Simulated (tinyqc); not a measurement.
Long-channel MOSFET, surface-potential model: effect of the source-body reverse bias.

n-channel transistor on a uniformly doped p-type body, gradual-channel approximation, constant mobility, Boltzmann statistics, full ionisation. Potentials are counted from the neutral body; V is the electron quasi-Fermi potential, Vsb at the source and Vsb + Vds at the drain. Charges are magnitudes per area.

ni = sqrt(Nc Nv) exp(-Eg/(2 Vt)), Eg in volts; phiF = Vt ln(Na/ni); Cox = eps0 eox/tox; gamma = sqrt(2 q eps0 eps_r Na)/Cox. The surface potential psi at channel potential V solves Vgs + Vsb - Vfb - psi = gamma sqrt(G), G = psi - Vt + Vt exp((psi - 2 phiF - V)/Vt). Charge sheet: Qi = Cox gamma [sqrt(G) - sqrt(psi - Vt)]; I = mu (W/L) [integral of Qi dpsi from psi_0 to psi_L (drift) + Vt (Qi0 - QiL) (diffusion)], with psi_0 at V = Vsb and psi_L at V = Vsb + Vds. VT = Vfb + 2 phiF + gamma sqrt(2 phiF + Vsb), m = 1 + gamma/(2 sqrt(2 phiF + Vsb)). The swing is 20 mV/log10[I(VT - 0.14 V)/I(VT - 0.16 V)] of the charge-sheet current at the given Vds.

Inputs (values chosen for the exercise); material values close to those of silicon:
```
symbol,value,unit,meaning
T,300,K,temperature
Eg,1.14,eV,band gap
eps_r,11.8,,relative permittivity of the semiconductor
Nc,2.75e19,cm^-3,conduction-band density of states at T
Nv,2.63e19,cm^-3,valence-band density of states at T
Na,3.5e16,cm^-3,acceptor density of the body
eox,21.7,,relative permittivity of the gate insulator
tox,22,nm,insulator thickness
Vfb,-0.9,V,flat-band voltage
mu,270,cm^2/(V s),channel mobility
W,2,um,gate width
L,10,um,gate length
Vgs,0.22,V,gate-source voltage
Vds,0.05,V,drain-source voltage
```

Constants: q = 1.602176634e-19 C, kB = 1.380649e-23 J/K, Vt = kB T/q, eps0 = 8.8541878128e-14 F/cm where lengths are in cm. Results are converted to the units shown.

The same in every row: gamma (V^0.5) = 0.1239.

Results:
```
Vsb (V)    VT (V)      m  swing (mV/decade)  I at Vgs, Vds (uA)
0        0.007080  1.069              65.52              0.1688
0.5       0.03759  1.054              63.74              0.1202
0.75      0.05060  1.050              63.27              0.1008
1         0.06259  1.046              62.92             0.08396
1.25      0.07377  1.043              62.66             0.06936
1.5       0.08429  1.041              62.44             0.05679
```

Estimate the missing row, Vsb = 0.25 V.

Computed row:
```
Vsb (V)   VT (V)      m  swing (mV/decade)  I at Vgs, Vds (uA)
0.25     0.02326  1.061              64.41              0.1426
```

With this row back in the table: As Vsb goes from 0 to 1.5 V, VT rises from 0.00708 to 0.0843 V, the swing falls from 65.5 to 62.4 mV a decade and the current falls from 0.169 to 0.0568 uA. The swing is 2.9 % above m Vt ln 10 in the first row and 0.78 % above it in the last.

tinyqc, about 0.05 s, one thread, Intel Xeon 2.30GHz (shared host): `OMP_NUM_THREADS=1 python tinyqc.py 2360149 2360150 out.jsonl`
